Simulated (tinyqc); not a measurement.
Tight binding, honeycomb lattice, step by step. One step of it, computed by the program tinyqc.

Problem. Bloch Hamiltonian at k. H_AB = -t1 (1 + exp(-i k.a1) + exp(-i k.a2)); H_AA = delta - 2 t2 sum cos(k.b + phi), H_BB = -delta - 2 t2 sum cos(k.b - phi), b = a1, a2 - a1, -a2.

Parameters chosen for this model:
```
parameter,value,unit
t1,2.750000,"eV, nearest"
t2,0.390000,"eV, second neighbours"
phi,-1.130000,"rad, phase of t2 (Haldane)"
delta,0,"eV, +/- on A and B"
```

k point k (fractions of the reciprocal vectors): -0.030000  -0.120000

Give: H(k) at k.

Solution.

H(k) at k (eV):
```
,A,B
A,-0.8232,-7.4560-2.3978i
B,-7.4560+2.3978i,-0.8778
```
